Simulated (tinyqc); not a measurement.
# From one set of inputs to another, one input at a time

Model: two-band model of a narrow-gap semiconductor with electrons and holes. Computed by tinyqc, a small Python program. Command: `OMP_NUM_THREADS=1 python tinyqc.py 3003951 3003952 out.jsonl bipolar ladder`. One thread of a shared host (Intel(R) Xeon(R) Processor @ 2.30GHz), about 0.3 s of CPU time with the checks.

Two parabolic bands with acoustic scattering (r = -1/2, a = 0), a gap that does not change with T, and fully ionised dopants. Melting is ignored, so values above the melting point are formal, and kappa_L does not change with T. eta_n = (E_F - E_c)/(k_B T), eta_p = -eta_n - E_g/(k_B T).

The inputs printed are set A. Set A is modelled on InAs; the values taken over come from a set modelled on Mg2Si. Inputs not listed in the table keep their values of set A, so the rows need not describe a real material.

Inputs (values chosen for the exercise, modelled on InAs):

| quantity | value | unit |
|---|---|---|
| electron mass m_n | 0.023 | m_0 |
| hole mass m_p | 0.39 | m_0 |
| electron mobility parameter mu_300,n | 28000 | cm^2/(V s) |
| hole mobility parameter mu_300,p | 420 | cm^2/(V s) |
| temperature exponent p | 1.5 | - |
| band gap E_g | 0.36 | eV |
| net doping N | 4.2e+16 | 1/cm^3 |
| lattice thermal conductivity kappa_L | 21 | W/(m K) |
| temperature T | 890 | K |

Doping: p-type.

Constants: k_B = 8.617333262e-05 eV/K; m_0 = 9.1093837015e-31 kg; k_B = 1.380649e-23 J/K; hbar = 1.054571817e-34 J s; e = 1.602176634e-19 C.

Method:
- With x = E/(k_B T), a = alpha k_B T (0 for a parabolic band), G = x (1 + a x), D = 1 + 2 a x and <y> = int y f (1 - f) dx, f = 1/(1 + exp(x - eta)): tau = tau_0 G^r/D; transport function s = G^(3/2 + r)/D^2; n = N_0 <G^(3/2)> with N_0 = (2 m k_B T)^(3/2)/(3 pi^2 hbar^3).
- Integrals over x = E/(k_B T) use 160 Gauss-Legendre points in u = sqrt(x) from 0 to sqrt(max(eta, 0) + 32).
- Neutrality: p - n = N, with n = N_0(m_n) <x^(3/2)> at eta_n and p = N_0(m_p) <x^(3/2)> at eta_p.
- sigma = e mu_0 N_0 <s> with mu_0 = e tau_0/m = mu_300 (T/300 K)^(-p); |S| = (k_B/e)(<x s>/<s> - eta); Lorenz number L = (k_B/e)^2 (<x^2 s>/<s> - (<x s>/<s>)^2); kappa_e = L sigma T; zT = S^2 sigma T/(kappa_L + kappa_e).
- Hall factor r_H = <x^(3/2)> <x^(1/2)>/<s>^2.
- Both bands together (these totals replace the one-band zT): sigma = sigma_n + sigma_p; S = (sigma_p |S_p| - sigma_n |S_n|)/sigma; kappa_bip = (sigma_n sigma_p/sigma)(|S_n| + |S_p|)^2 T; kappa_e = (L_n sigma_n + L_p sigma_p) T; zT = S^2 sigma T/(kappa_L + kappa_e + kappa_bip); weak-field R_H = (r_p sigma_p^2/p - r_n sigma_n^2/n)/(e sigma^2), where the Hall factors r_n and r_p are <x^(3/2)> <x^(1/2)>/<s>^2.
- T_max maximises |S| of the majority sign between 150 and 1200 K; the Goldsmid-Sharp estimate is E_g = 2 e |S_max| T_max.

Each row keeps all changes above it:

| input moved | from | to | zT | \|S_max\| (microvolt/K) | T_max (K) |
|---|---|---|---|---|---|
| set A | - | - | 3.0825e-02 | 583.97 | 277.37 |
| hole mobility parameter mu_300,p (cm^2/(V s)) | 420 | 54 | 3.4433e-02 | 569.41 | 246.38 |
| hole mass m_p (m_0) | 0.39 | 1.5 | 3.5325e-02 | 730.41 | 221.73 |
| electron mobility parameter mu_300,n (cm^2/(V s)) | 28000 | 320 | 5.7201e-07 | 760.97 | 284.20 |
| electron mass m_n (m_0) | 0.023 | 0.89 | 2.8477e-02 | 724.28 | 211.04 |
| band gap E_g (eV) | 0.36 | 0.66 | 9.6578e-03 | 792.32 | 356.07 |
| net doping N (1/cm^3) | 4.2e+16 | 2.8e+17 | 8.7228e-03 | 651.32 | 426.79 |
| temperature T (K) | 890 | 340 | 9.6480e-04 | 651.32 | 426.79 |

zT goes from 0.0308 to 9.65e-4, a factor 0.0313 in all. The largest single move comes from electron mobility parameter mu_300,n (a factor 1.62e-5), and electron mass m_n works against it (a factor 49800). |S_max| goes from 584 to 651, a factor 1.12 in all. The largest single move comes from hole mass m_p (a factor 1.28), and net doping N works against it (a factor 0.822). T_max goes from 277 to 427, a factor 1.54 in all. The largest single move comes from band gap E_g (a factor 1.69), and electron mass m_n works against it (a factor 0.743). The single moves hold for this order of the switches; the total does not depend on the order.

Extremes, crossings and ranges named in words are read from the listed rows.
